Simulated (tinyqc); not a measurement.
Which single mass stands for the valley: donor in an ellipsoidal valley (Kohn-Luttinger variational method). Computed by tinyqc, a small Python program. Command: `OMP_NUM_THREADS=1 python tinyqc.py 3023010 3023011 out.jsonl kohnlutt walk`. One thread of a shared host (Intel(R) Xeon(R) Processor @ 2.30GHz), about 0.06 s of CPU time with the checks.

H = -(d^2/dx^2 + d^2/dy^2) - gamma d^2/dz^2 - 2/r in units built on m_t, with gamma = m_t/m_l and z along the valley axis. One valley; no valley-orbit or central-cell term.

Inputs (values chosen for the exercise, modelled on diamond): transverse mass m_t = 0.345 m_0; longitudinal mass m_l = 1.54 m_0; dielectric constant eps = 5.56.

Constants: Ry = 13.605693123 eV; a_0 = 0.529177210903 angstrom.

Method:
- Ry* = Ry m_t/eps^2, a* = a_0 eps/m_t, gamma = m_t/m_l.
- Trial function exp(-sqrt((x^2 + y^2)/a^2 + z^2/b^2)) with beta = b/a < 1: E = t/a^2 - u/a, t = (2 + gamma/beta^2)/3, u = 2 arcsin(sqrt(1 - beta^2))/sqrt(1 - beta^2); the best a is 2 t/u and E(beta) = -u^2/(4 t).
- Golden-section search on beta from 0.05 to 0.999, 60 steps.
- Gaussian basis: g = P exp(-al (x^2 + y^2) - be z^2) with P = 1 (s-like), z (2p0) or x (2p+-); al = 0.004 x 2.6^k, k = 0..11, and be/al = 1, gamma^(-1/2) or 1/gamma (36 functions); 1/r = (2/sqrt(pi)) int exp(-t^2 r^2) dt by 48 Gauss-Legendre points after t = sqrt(al_i + al_j) tan(theta); overlap eigenvalues below 1e-10 are dropped.
- A hydrogenic level is Ry m/eps^2 for one mass m; errors are against the Gaussian basis.

gamma = 0.224026

1s binding energy, Gaussian basis = 233.710 meV

1s binding energy, trial function = 233.428 meV

1s binding energy:
```
rule                                      mass (m_0)  binding (meV)  error (%)
transverse mass                               0.3450         151.84     -35.03
conductivity mass 3/(2/m_t + 1/m_l)           0.4654         204.82     -12.36
density-of-states mass (m_t^2 m_l)^(1/3)      0.5680         250.01       6.97
longitudinal mass                             1.5400         677.78     190.01
trial function with a and b                        -         233.43      -0.12
mass that fits 1s                             0.5310         233.71       0.00
```

The conductivity mass, which is what a spherical trial function (a = b) gives, falls short by 12.4 %, as a restricted variational bound must; the density-of-states mass is off by +7.0 %. The mass that fits lies between the two. Caution: a* is only a few bond lengths, so central-cell and valley-orbit terms are large. Caution: the short radius is only a few bond lengths, so the envelope approximation is rough.

Extremes, crossings and ranges named in words are read from the listed rows.
